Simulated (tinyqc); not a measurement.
What the shift does to the intrinsic density: temperature and isotope dependence of a band gap in oscillator models.

E(T) = E0 - sum_i sl_i th_i n_i(T), n = 1/(exp(th/T) - 1). The same coupling lowers the gap at 0 K by the zero-point term ZP = sum_i sl_i th_i/2, so the gap of the static lattice is E0 + ZP. Thermal expansion is taken as part of the slopes.

Constants: kB = 8.617333262e-05 eV/K; hbar^2/2m0 = 3.80998211 eV angstrom^2.

Values chosen for the exercise (near those of GaAs; the results hold for these values, not for the real material): E0 = 1.516 eV (gap at 0 K); th = (117, 299) K (temperatures of two oscillators); sl = (0.2055, 0.2615) meV/K (their high-temperature slopes); mm = 0.18 m0 (geometric mean of the density-of-states masses).

ni = 2 (mm kT/(4 pi c))^(3/2) exp(-E/2kT), c = hbar^2/2m0, with E(T) and with E0; 1 angstrom^-3 = 1e24 cm^-3. Apparent gap from an Arrhenius plot of ni/T^(3/2): E(T) - T dE/dT, dE/dT = -sum sl_i (th_i/T)^2 n_i (1 + n_i).

Results:

| T (K) | E(T) (eV) | ni (cm^-3) | ni with E(T) / ni with E0 | apparent gap (eV) |
|---|---|---|---|---|
| 200 | 1.4632 | 0.383 | 4.633 | 1.5467 |
| 250 | 1.4418 | 4.27e+03 | 5.594 | 1.5504 |
| 300 | 1.4198 | 2.27e+06 | 6.422 | 1.5530 |
| 350 | 1.3975 | 2.10e+08 | 7.131 | 1.5549 |
| 400 | 1.3749 | 6.43e+09 | 7.742 | 1.5564 |
| 500 | 1.3293 | 8.24e+11 | 8.731 | 1.5585 |
| 700 | 1.2371 | 2.40e+14 | 10.092 | 1.5609 |

Using E0 in place of E(T) understates ni by a factor that rises from 4.63 to 10.09, towards exp(sum sl/2kB) = 15.0. The slope of an Arrhenius plot returns neither E(T) nor E0 but the intercept of the tangent, 1.5530 eV at 300 K, which lies 37 meV above E0 and tends to the static gap 1.5671 eV.

(tinyqc, `OMP_NUM_THREADS=1 python tinyqc.py 1850767 1850768 out.jsonl`, Intel(R) Xeon(R) Processor @ 2.30GHz, 1 thread, shared host, about 0.01 s.)
